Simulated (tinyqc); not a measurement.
Trap in a gate oxide as a short-range spherical well: sweeps and comparisons. A value that a table varies takes the place of the one given here.

A spherical well of radius R and depth V0 below the conduction edge, one mass m, c = hbar^2/2m0. The s level at binding Et solves k cot(k R) = -kappa with k = sqrt(m (V0 - Et)/c), kappa = sqrt(m Et/c); it exists for V0 > Vc = c (pi/2R)^2/m. Outside, psi falls as exp(-kappa r)/r.

Lucovsky model (delta well, plane-wave final states, no local-field factor): sigma = (32 pi alpha c/(3 n_r m Et)) (x - 1)^(3/2)/x^3, x = h nu/Et, c = hbar^2/2m0; 1 angstrom^2 = 1e-16 cm^2.

Energies from the conduction edge of the channel. The trap level at depth x is E_T = dEc - Et - e Fox x (1 MV/cm = 0.01 eV/angstrom). An electron at the channel edge tunnels with the WKB exponent S = (4/3) sqrt(m/c) [dEc^(3/2) - (dEc - e Fox x)^(3/2)]/(e Fox), c = hbar^2/2m0; tau = t0 exp(S); the occupation is f = 1/(1 + exp((E_T - EF)/kB T)), tau_c = tau/f and tau_e = tau/(1 - f). Lattice relaxation is left out; a level below the channel edge needs phonons as well, so tau is then a lower bound, while a level above it can also empty elastically at its own energy, through a thinner barrier, faster than this tau.

Constants: hbar^2/2m0 = 3.80998211 eV angstrom^2; fine-structure constant alpha = 0.007297352564; kB = 8.617333262e-05 eV/K.

Parameters, chosen for this exercise (near those of HfO2 on Si; not measured data):
- R = 3.7 angstrom (radius of the well)
- m = 0.204 m0 (mass)
- fV = (1.06, 1.15, 1.35, 1.65, 2.42, 3.09, 5.25) (V0/Vc)
- n_r = 1.93 (refractive index)
- xs = (1.03, 1.3, 1.37, 1.76, 2.17, 2.67, 4.09, 6.73) (photon energies h nu/Et)
- dEc = 1.49 eV (conduction offset to the channel)
- Fox = 2.7 MV/cm (oxide field, lowering levels away from the channel)
- t0 = 0.7 x 1e-11 s (time constant at the interface)
- T = 200 K (temperature)
- EF = -0.08 eV (Fermi level above the channel edge)
- ds = (2, 4, 7, 10, 14, 19) angstrom (depths)
- V0 = 7.14 eV (depth of the well)
- x = 15 angstrom (depth of the trap)

## From threshold to a deep level

Et against the depth at fixed R; near threshold Et = (pi^2/16)(V0 - Vc)^2/Vc.

Results:

| V0/Vc | V0 (eV) | Et (eV) | threshold form (eV) | 1/kappa (angstrom) | share outside |
|---|---|---|---|---|---|
| 1.06 | 3.568 | 0.007161 | 0.007475 | 51.1 | 0.931 |
| 1.15 | 3.871 | 0.04212 | 0.04672 | 21.1 | 0.841 |
| 1.35 | 4.544 | 0.2031 | 0.2544 | 9.6 | 0.689 |
| 1.65 | 5.554 | 0.5998 | 0.8773 | 5.6 | 0.536 |
| 2.42 | 8.146 | 2.106 | 4.187 | 3.0 | 0.331 |
| 3.09 | 10.401 | 3.724 | 9.070 | 2.2 | 0.242 |
| 5.25 | 17.672 | 9.758 | 37.50 | 1.4 | 0.122 |

The threshold form holds to 10 % up to V0/Vc = 1.06 of those listed. There the state is mostly outside the well (93 % in the first row) and knows only Et, which is why a delta-well model works; more than half is inside from V0/Vc = 2.42 on. A second s level would need V0/Vc > 9. From V0/Vc = 5.25 on Et exceeds the gap of the host, about 5.8 eV, so those rows only show the model.

## Neutral against charged centre

Et = 1.46126 eV

Lucovsky cross-section, its shape relative to the peak, and the shape of a hydrogen-like centre relative to threshold: x^-4 exp(4 - 4 atan(e)/e)/(1 - exp(-2 pi/e)), e = sqrt(x - 1).

Results:

| x | h nu (eV) | sigma (1e-18 cm^2) | relative to peak | hydrogen-like |
|---|---|---|---|---|
| 1.03 | 1.505 | 0.770 | 0.038 | 0.924 |
| 1.30 | 1.900 | 12.1 | 0.598 | 0.492 |
| 1.37 | 2.002 | 14.2 | 0.700 | 0.426 |
| 1.76 | 2.572 | 19.7 | 0.972 | 0.212 |
| 2.17 | 3.171 | 20.1 | 0.991 | 0.117 |
| 2.67 | 3.902 | 18.4 | 0.907 | 0.064 |
| 4.09 | 5.977 | 12.9 | 0.635 | 0.018 |
| 6.73 | 9.834 | 7.29 | 0.360 | 0.004 |

The short-range centre starts from zero, reaches half its peak at x = 1.24 and peaks at x = 2; in the last row it still has 36 % of the peak. The Coulomb centre is largest at threshold and is down to 0.4 % there. Reading the peak as the threshold would misplace the level by a factor 2, here 1.46 eV. Rows above the gap, about 5.8 eV, are hidden by band-to-band absorption.

## Depth of the trap

Each depth has its own level and time; the corner frequency is 1/(2 pi tau).

Results:

| x (angstrom) | E_T (eV) | S | tau (s) | corner (Hz) | f |
|---|---|---|---|---|---|
| 2 | -0.025 | 1.12 | 2.1e-11 | 7.4e+09 | 0.040 |
| 4 | -0.079 | 2.22 | 6.4e-11 | 2.5e+09 | 0.489 |
| 7 | -0.160 | 3.83 | 3.2e-10 | 5.0e+08 | 0.991 |
| 10 | -0.241 | 5.38 | 1.5e-09 | 1.0e+08 | 1.000 |
| 14 | -0.349 | 7.38 | 1.1e-08 | 1.4e+07 | 1.000 |
| 19 | -0.484 | 9.75 | 1.2e-07 | 1.3e+06 | 1.000 |

tau spans 3.7 decades, one decade for each 4.19 angstrom at the start and 4.87 at the end, where the field has thinned the barrier. Traps spread evenly in depth are thus spread nearly evenly in ln tau; if levels near EF exist at every depth, this sums to 1/f noise and to charging that grows as ln t. With the single Et of this table only depths where f is neither 0 nor 1 contribute. The level crosses EF between 4 and 7 angstrom.

## What each parameter does

Et from the well, then the level and the time. Each row changes one parameter from the base and keeps the others.

Results:

| case | Et (eV) | E_T (eV) | log10 tau (s) | ln(tau_c/tau_e) |
|---|---|---|---|---|
| base | 1.461 | -0.376 | -7.74 | -17.2 |
| x = 17 angstrom | 1.461 | -0.430 | -7.32 | -20.3 |
| Fox = 3.7 MV/cm | 1.461 | -0.526 | -7.84 | -25.9 |
| dEc = 1.37 eV | 1.461 | -0.496 | -7.90 | -24.2 |
| m = 0.224 m0 | 1.734 | -0.649 | -7.57 | -33.0 |
| V0 = 7.5 eV | 1.685 | -0.600 | -7.74 | -30.2 |
| T = 250 K | 1.461 | -0.376 | -7.74 | -13.8 |
| EF = -0.03 eV | 1.461 | -0.376 | -7.74 | -20.1 |

The largest shifts from the base row, up to three for each result and ties (the steps differ in size, so this ranks the rows, not the parameters). Et (eV): m +0.272, V0 +0.224; unchanged at the printed digits by x, Fox, dEc, T and EF. E_T (eV): m -0.272, V0 -0.224, Fox -0.150; unchanged at the printed digits by T and EF. log10 tau (s): x +0.41, dEc -0.16, m +0.16; unchanged at the printed digits by V0, T and EF. ln(tau_c/tau_e): m -15.8, V0 -13.0, Fox -8.7.

Program tinyqc; command `OMP_NUM_THREADS=1 python tinyqc.py 1250349 1250350 out.jsonl`; about 0.01 s on one thread of a shared Intel(R) Xeon(R) Processor @ 2.30GHz.
